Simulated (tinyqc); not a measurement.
Deformation potential from the mobility gain.

Inverse problem. Tension X along [100] raises the x valleys by D = Xu (s11 - s12) X against the y and z valleys. Their share is f = w/(w + 2), w = exp(-D/Vt), and for current along [100] mu/mu0 = [f/ml + (1 - f)/mt]/[(1/ml + 2/mt)/3]. Find f, D and Xu.

Values chosen for this exercise; values close to those of silicon: temperature T = 273 K; compliance s11 = 7.53 1/TPa; compliance s12 = -2.12 1/TPa; longitudinal mass ml = 0.938 m0; transverse mass mt = 0.192 m0.

Constants: q = 1.602176634e-19 C, kB = 1.380649e-23 J/K, Vt = kB T/q. Results are converted to the units shown.

mu/mu0 = 1.34569216
X = 1000 MPa

Solution. The gain is linear in f; w = 2 f/(1 - f).

f = 0.0139
D = 84.0 meV
Xu = 8.70 eV

Program tinyqc, `OMP_NUM_THREADS=1 python tinyqc.py 2530142 2530143 out.jsonl`; Intel Xeon 2.30GHz, shared host, one thread, about 0.01 s.
